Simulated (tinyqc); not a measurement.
# Absorption edge of a degenerate semiconductor, band filling against gap narrowing: effects of single changes

n-type, parabolic bands, full ionisation. eta = (EF - Ec)/kB T solves N = Nc F12(eta), F12(x) = (2/sqrt(pi)) int_0^infinity sqrt(u)/(1 + exp(u - x)) du. The gap shrinks rigidly by dEg = a3 y^(1/3) + a4 y^(1/4) + a2 y^(1/2), y = N/1e18 cm^-3, an empirical law that is here taken as the true narrowing.

Parameters, values chosen for the exercise; band and dielectric values close to those of indium arsenide:
- T = 400 K (temperature)
- Eg = 0.35 eV (band gap)
- Nc = 1.36e17 cm^-3 (conduction-band density of states at 400 K, from me)
- me = 0.0231 m0 (electron mass)
- mh = 0.412 m0 (hole mass)
- a3 = 16.7 meV (coefficient of (N/1e18)^(1/3))
- a4 = 2.3 meV (coefficient of (N/1e18)^(1/4))
- a2 = 1.9 meV (coefficient of (N/1e18)^(1/2))

Constants: q = 1.602176634e-19 C, kB = 1.380649e-23 J/K, Vt = kB T/q. Results are converted to the units shown.

Each table varies one quantity; the others keep the values above.

## The optical edge against doping

Vertical transitions need an empty final state: the edge is taken where the state lies 4 kB T below EF, E_opt = Eg - dEg + (1 + me/mh) max(eta - 4, 0) kB T; wavelength h c/(q E_opt).

Results:
```
N (cm^-3)	eta	dEg (meV)	filling shift (meV)	E_opt (eV)
2.3e16	-1.718	5.933	0	0.3441
4.8e16	-0.9173	7.562	0	0.3424
9.9e16	-0.06274	9.613	0	0.3404
2e17	0.8953	12.15	0	0.3378
4.2e17	2.176	15.59	0	0.3344
8.7e17	3.947	19.94	0	0.3301
3.7e18	10.86	32.67	249.7	0.5670
7.6e18	17.62	41.89	496.0	0.8041
1.6e19	29.00	54.28	910.0	1.206
```

Estimate the missing row, N = 1.8e18 cm^-3.

Computed row:
```
N (cm^-3)	eta	dEg (meV)	filling shift (meV)	E_opt (eV)
1.8e18	6.638	25.53	96.04	0.4205
```

With this row back in the table: E_opt goes from 0.344 through a minimum of 0.330 (at N = 8.7e17 cm^-3 among the rows listed) to 1.21 eV, against Eg = 0.35 eV; the filling shift is 0 while eta is below 4. At the end narrowing grows as N^(0.35) and EF - Ec as N^(0.67). Filling therefore wins at high density. For N = 1.8e18, 3.7e18, 7.6e18, 1.6e19 EF lies more than 0.2 eV in the band, where non-parabolicity lowers it markedly.

## Approximations to the Fermi level

With u = N/Nc: Boltzmann ln u; Joyce-Dixon ln u + 0.353553 u - 4.95009e-3 u^2 + 1.48386e-4 u^3 - 4.42563e-6 u^4; degenerate limit (3 sqrt(pi) u/4)^(2/3). The Einstein ratio is D/(mu Vt) = F12/Fm, Fm(x) = dF12/dx = (1/sqrt(pi)) int_0^infinity u^(-1/2)/(1 + exp(u - x)) du.

Approximations to the Fermi level:
```
N (cm^-3)	N/Nc	eta	Boltzmann	Joyce-Dixon	degenerate	D/(mu Vt)
8.5e15	0.06250	-2.751	-2.773	-2.751	0.1904	1.022
1.7e16	0.1250	-2.035	-2.079	-2.035	0.3022	1.044
3.5e16	0.2574	-1.267	-1.357	-1.267	0.4892	1.090
7e16	0.5147	-0.4835	-0.6642	-0.4835	0.7765	1.179
1.4e17	1.029	0.3879	0.02899	0.3879	1.233	1.354
2.8e17	2.059	1.430	0.7221	1.430	1.957	1.690
5.7e17	4.191	2.838	1.433	2.837	3.143	2.336
1.2e18	8.824	4.992	2.177	4.987	5.162	3.571
2.3e18	16.91	7.859	2.828	7.747	7.966	5.385
4.7e18	34.56	12.76	3.543	9.661	12.83	8.595
```

What does the table show?

Boltzmann is within 0.1 of eta up to N/Nc = 0.26, Joyce-Dixon within 0.01 up to 8.8, and the degenerate limit is off by 0.065 in the last row. The Einstein ratio rises from 1.02 to 8.60: degenerate carriers diffuse faster for the same mobility.

Range of the model: Band tails, non-parabolic bands and incomplete ionisation are left out.

Computed by the program tinyqc: `OMP_NUM_THREADS=1 python tinyqc.py 2330006 2330007 out.jsonl`, one thread of a shared Intel Xeon 2.30GHz, about 0.01 s for the whole run.
